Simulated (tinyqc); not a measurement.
Length of a polyene: Hueckel, PPP and singles CI along the polyenes. Computed by the program tinyqc. 

All-trans chains of carbon centres 1.40 angstrom apart:
```
parameter                               value
beta (eV), times 1 +/- alternation  -2.230000
alternation                          0.170000
W (eV)                              11.160000
gamma_rr (eV)                       11.350000
repulsion formula                          MN
```

Hueckel uses the same beta without repulsion; CIS keeps all single excitations and so misses the low, doubly excited 2Ag state. W is the valence ionisation energy of a centre, MN the Mataga-Nishimoto formula, f the oscillator strength.

Gaps and excitations (eV):
```
centres  Hueckel gap  PPP orbital gap  bright singlet (CIS)      f  lowest triplet (CIS)
2              5.218           10.614                 8.195  0.703                 2.241
4              3.686            8.629                 5.944  0.918                 1.659
6              2.985            7.665                 5.011  1.254                 1.404
8              2.593            7.112                 4.489  1.562                 1.271
10             2.346            6.763                 4.165  1.857                 1.193
12             2.178            6.528                 3.951  2.145                 1.143
14             2.058            6.363                 3.802  2.433                 1.110
```

The Hueckel gap tends to 4 x alternation x |beta| = 1.52 eV for long chains. Exchange opens the PPP orbital gap, and the attraction of electron and hole brings the bright state 2.56 eV below it at 14 centres; the triplet lies 2.69 eV lower still.
